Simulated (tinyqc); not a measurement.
Read current of a NAND string, cells in series solved by shooting: one step of the calculation.

Cells in series, numbered from 0 at the source line (0 V) to the bit line, each followed by a gap resistance Rg. A cell with gate Vg, threshold VT, source Vs and drain Vd passes I = 2 nf K Vt^2 [F(Vs) - F(Vd)]/(1 + th max(Vg - VT, 0)), F(V) = ln^2(1 + exp((Vg - VT - nf V)/(2 nf Vt))). The selected cell has Vg = Vr, the others Vg = Vp.

Task. Node voltages for a trial current. For a trial current I start at 0 V and, cell by cell (the selected one is cell 0), solve for the drain: sqrt(F(Vd)) = sqrt(F(Vs) - I/k), k = 2 nf K Vt^2/(1 + th max(Vg - VT, 0)), Vd = [Vg - VT - 2 nf Vt ln(exp(sqrt F) - 1)]/nf, then add I Rg.

Parameters, values chosen for the exercise; values of the order met in vertical NAND strings:
```
symbol,value,unit,meaning
T,300,K,temperature
K,12,uA/V^2,gain factor of a cell
nf,2.5,,slope factor
th,0.07,1/V,mobility reduction factor
Rg,15,kohm,resistance of the gap between cells
Vbl,0.5,V,bit-line voltage
Vp,6.6,V,pass voltage
Vr,1.84,V,read voltage on the selected word line
```

Constants: q = 1.602176634e-19 C, kB = 1.380649e-23 J/K, Vt = kB T/q. Results are converted to the units shown.

first trial current = 0.65 uA

| cell | thresholds from the source end (V) |
|---|---|
| 0 | 0.9 |
| 1 | 3.9 |
| 2 | -1.9 |
| 3 | -1.9 |
| 4 | 3.9 |
| 5 | 3.9 |

Wanted: node voltage after each cell and gap, trial 1.

Result.

| cell | node voltage after each cell and gap, trial 1 (V) |
|---|---|
| 0 | 0.077308 |
| 1 | 0.11309 |
| 2 | 0.13337 |
| 3 | 0.15372 |
| 4 | 0.19171 |
| 5 | 0.23095 |

tinyqc, about 0.8 s, one thread, Intel Xeon 2.30GHz (shared host): `OMP_NUM_THREADS=1 python tinyqc.py 2142138 2142139 out.jsonl`
